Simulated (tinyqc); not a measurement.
# Threshold of a short bulk MOSFET: charge sharing, barrier lowering, narrow width: what changes with what

n-channel device on a p-type body, depletion approximation, full ionisation. Uniform doping N = Na. Vbi from Boltzmann statistics is rough for the degenerate source. Cox = eps0 eox/tox.

Values chosen for this exercise; band and dielectric values close to those of silicon:
```
symbol,value,unit,meaning
T,300,K,temperature
Eg,1.14,eV,band gap
eps_r,11.7,,relative permittivity
Nc,2.75e19,cm^-3,conduction-band density of states at T
Nv,2.64e19,cm^-3,valence-band density of states at T
eox,3.9,,relative permittivity of the gate insulator (close to silicon dioxide)
tox,3.1,nm,insulator thickness
Na,6.8e16,cm^-3,channel doping
Nsd,1e20,cm^-3,source and drain doping
Vfb,-0.74,V,flat-band voltage for the doping Na
xj,36,nm,junction depth
Vbs,-0.5,V,body-source voltage
Vds,0.05,V,drain-source voltage
W,640,nm,gate width
xw,0,,shape factor of the fringing depletion at the width edges
L,520,nm,channel length
```

Constants: q = 1.602176634e-19 C, kB = 1.380649e-23 J/K, Vt = kB T/q, eps0 = 8.8541878128e-14 F/cm where lengths are in cm. Results are converted to the units shown.

Each table varies one quantity; the others keep the values above.

## Threshold roll-off against channel length

ni = sqrt(Nc Nv) exp(-Eg/(2 Vt)), Eg in volts; 2 pB = 2 Vt ln(N/ni); flat band Vfb - Vt ln(N/Na); Wd = sqrt(2 eps0 eps_r (2 pB - Vbs)/(q N)); body term q N Wd/Cox; long-channel VT0 = flat band + 2 pB + body term; Vbi = Vt ln(N Nsd/ni^2); scale length l = sqrt((eps_r/eox) tox Wd). Charge sharing (trapezoid; it ignores Vds): F = (xj/L)(sqrt(1 + 2 Wd/xj) - 1), lowering = body term times F. Barrier lowering: th = exp(-L/(2 l)) + 2 exp(-L/l), lowering = th [2 (Vbi - 2 pB) + Vds], DIBL = th. Narrow width: rise = body term times xw Wd/W. VT by each model = VT0 - lowering + rise. DIBL under 0.001 mV/V is printed as 0.

The same in every row: N (cm^-3) = 6.800e16; VT0 (V) = 0.2463.

Threshold roll-off against channel length:

| L (nm) | L/l | F | DIBL (mV/V) | VT, charge sharing (V) | VT, barrier lowering (V) |
|---|---|---|---|---|---|
| 120 | 3.120 | 0.6410 | 298.5 | 0.1466 | 0.1188 |
| 180 | 4.680 | 0.4273 | 114.9 | 0.1798 | 0.1972 |
| 250 | 6.500 | 0.3077 | 41.79 | 0.1984 | 0.2284 |
| 370 | 9.620 | 0.2079 | 8.283 | 0.2140 | 0.2428 |
| 530 | 13.78 | 0.1451 | 1.020 | 0.2237 | 0.2459 |
| 770 | 20.02 | 0.09989 | 0.04497 | 0.2308 | 0.2463 |
| 1100 | 28.60 | 0.06992 | 0 | 0.2354 | 0.2463 |
| 1600 | 41.60 | 0.04807 | 0 | 0.2388 | 0.2463 |
| 2300 | 59.80 | 0.03344 | 0 | 0.2411 | 0.2463 |

VT by barrier lowering rises from 0.119 to 0.246 V and VT by charge sharing rises from 0.147 to 0.241 V. DIBL is under 100 mV/V from L = 250 nm on among the rows (th = 0.1 at L/l = 4.92). For L = 120 F exceeds 0.5: the shares of source and drain overlap, and the trapezoid formula no longer holds. For L = 120 DIBL exceeds 250 mV/V, where the barrier formula is rough.

## Effect of the junction depth

Same model as above.

The same in every row: N (cm^-3) = 6.800e16; VT0 (V) = 0.2463; L/l = 13.52; DIBL (mV/V) = 1.162; VT, barrier lowering (V) = 0.2458.

Effect of the junction depth:

| xj (nm) | F | VT, charge sharing (V) |
|---|---|---|
| 5 | 0.06769 | 0.2358 |
| 8.5 | 0.08499 | 0.2331 |
| 14 | 0.1042 | 0.2301 |
| 24 | 0.1281 | 0.2264 |
| 41 | 0.1545 | 0.2223 |
| 70 | 0.1824 | 0.2179 |
| 120 | 0.2102 | 0.2136 |
| 200 | 0.2345 | 0.2098 |

What does the comparison show?

As xj goes from 5 to 200, VT0 stays at 0.246 V, DIBL stays at 1.16 mV/V, F rises from 0.0677 to 0.234 and VT by barrier lowering stays at 0.246 V. The junction depth enters only the charge-sharing model.

tinyqc, about 0.01 s, one thread, Intel Xeon 2.30GHz (shared host): `OMP_NUM_THREADS=1 python tinyqc.py 2002041 2002042 out.jsonl`
